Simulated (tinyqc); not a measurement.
Graded (staircase) quantum well by finite differences: one step. Lowest levels on the coarse grid. The numbers come from values chosen for the exercise (near those of an InGaAs well in InP).

diagonal H_ii (eV): [0.518793, 0.525633, 0.532473, 0.562094, 0.506726, 0.527296, 0.548854, 0.540976, 0.534086, 0.603134, 0.587193, 0.594033, 0.600873]

H_(i,i+1) (eV): [-0.153916, -0.153916, -0.153916, -0.176697, -0.231708, -0.274427, -0.274427, -0.231708, -0.176697, -0.153916, -0.153916, -0.153916]

Task: Diagonalise the symmetric tridiagonal matrix; give the three lowest levels and the weights u_i^2 (sum 1) of the two lowest.

Give: levels; weights on the points.

Result:

levels (eV): [0.0739, 0.2235, 0.2878]

weights on the points, rows level 1, level 2:
```
[[0.000, 0.000, 0.003, 0.018, 0.106, 0.256, 0.315, 0.216, 0.074, 0.010, 0.001, 0.000, 0.000],
 [0.011, 0.039, 0.082, 0.141, 0.221, 0.083, 0.006, 0.145, 0.184, 0.065, 0.019, 0.005, 0.001]]
```

tinyqc: `OMP_NUM_THREADS=1 python tinyqc.py 1281139 1281140 out.jsonl`; about 0.02 s, one thread, shared Intel(R) Xeon(R) Processor @ 2.30GHz.
